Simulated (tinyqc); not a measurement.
# Implanted layer, carriers, mobility and sheet resistance: two studies

An n-type layer from the surface x = 0 to the junction xj, N(x) = N0 exp(-(x - Rp)^2/(2 sg^2)). Local neutrality (no depletion at surface or junction, no spilling of carriers), intrinsic carriers neglected, full ionisation of active dopants.

Values chosen for this exercise; values close to those of phosphorus in germanium over a p-type background:
- T = 300 K (temperature)
- Nb = 4.6e16 cm^-3 (background doping of the opposite type)
- N0 = 7.5e19 cm^-3 (peak chemical concentration)
- m1 = 147 cm^2/(V s) (mobility limit at high doping)
- m2 = 3970 cm^2/(V s) (mobility limit at low doping, at 300 K)
- Nr = 2.64e17 cm^-3 (reference doping of the mobility law)
- am = 0.555 (exponent of the mobility law)
- bt = 2.4 (temperature exponent of m2)
- Ns = 5.05e19 cm^-3 (solubility limit of active dopant)
- sg = 39 nm (straggle after annealing)
- Rp = 65 nm (projected range)

Constants: q = 1.602176634e-19 C. Results are converted to the units shown.

Each table varies one quantity; the others keep the values above.

## Effect of the peak chemical concentration

xj = Rp + sg sqrt(2 ln(N0/Nb)). Active dopant A = min(N, Ns); n = A - Nb; mobility mu = m1 + (m2 (T/300 K)^(-bt) - m1)/(1 + ((A + Nb)/Nr)^am). Dose = integral of N, carrier sheet density = integral of n, 1/Rs = q integral of n mu, mean mobility 1/(q Rs sheet density), Hall mobility (unit Hall factor) = integral of n mu^2 over integral of n mu, Hall sheet density = (integral of n mu)^2/integral of n mu^2; all from 0 to xj. Integrals on 4000 steps.

Effect of the peak chemical concentration:
columns A: N0 (cm^-3); B: xj (nm); C: dose (cm^-2); D: carriers (cm^-2); E: Rs (ohm/square); F: mean mobility (cm^2/(V s)); G: Rs xj (ohm nm); H: Hall/true sheet density
```
A           B         C         D      E      F        G       H
4.6e17  148.7  4.210e12  3.526e12  951.9   1859  1.415e5  0.9925
9.8e17  161.5  9.058e12  8.316e12  490.5   1530  7.920e4  0.9842
2.1e18  172.8  1.949e13  1.869e13  275.3   1213  4.758e4  0.9724
4.5e18  183.1  4.183e13  4.099e13  162.6  936.2  2.978e4  0.9582
9.6e18  192.5  8.931e13  8.843e13  98.84  714.2  1.902e4  0.9439
2e19    200.9  1.861e14  1.852e14  61.36  549.2  1.233e4  0.9330
4.4e19  209.5  4.095e14  4.086e14  36.39  419.8     7624  0.9275
9.4e19  217.3  8.750e14  6.376e14  26.39  370.9     5734  0.9398
2e20    224.6  1.862e15  7.488e14  23.13  360.3     5197  0.9497
```

What does the comparison show?

As N0 goes from 4.6e17 to 2e20, xj rises from 149 to 225 nm, Rs falls from 952 to 23.1 ohm/square, the mean mobility falls from 1860 to 360 cm^2/(V s) and the share of the dose that conducts goes from 83.8 through a maximum of 99.8 (at N0 = 4.4e19 among the rows listed) to 40.2 %. Rs goes as dose^(-0.87) at the low end and dose^(-0.17) at the high end; constant mobility and activation would give -1. Above N0 = Ns = 5.05e19 cm^-3 added dopant only widens the clipped top. For N0 = 4.6e17 depletion at the junction, left out, would remove a tenth of the carriers or more.

## Effect of the background doping of the opposite type

Same model as above.

Integrals on 4000 steps.

Effect of the background doping of the opposite type:
columns A: Nb (cm^-3); B: xj (nm); C: dose (cm^-2); D: carriers (cm^-2); E: Rs (ohm/square); F: mean mobility (cm^2/(V s)); G: Rs xj (ohm nm); H: Hall/true sheet density
```
A           B         C         D      E      F     G       H
5.1e14  255.3  6.981e14  5.893e14  27.96  378.8  7136  0.9241
2.6e15  241.7  6.981e14  5.893e14  27.96  378.8  6760  0.9252
1.4e16  226.6  6.981e14  5.890e14  28.00  378.4  6346  0.9290
6.9e16  210.8  6.981e14  5.878e14  28.15  377.3  5934  0.9386
3.6e17  192.4  6.978e14  5.820e14  28.71  373.5  5525  0.9573
1.8e18  171.5  6.958e14  5.562e14  30.88  363.5  5296  0.9798
9.4e18  144.5  6.829e14  4.383e14  42.18  337.6  6095  0.9958
```

As Nb goes from 5.1e14 to 9.4e18, xj falls from 255 to 144 nm, Rs rises from 28.0 to 42.2 ohm/square, the mean mobility falls from 379 to 338 cm^2/(V s) and the share of the dose that conducts falls from 84.4 to 64.2 %.

Program tinyqc, `OMP_NUM_THREADS=1 python tinyqc.py 2110115 2110116 out.jsonl`; Intel Xeon 2.30GHz, shared host, one thread, about 0.01 s.
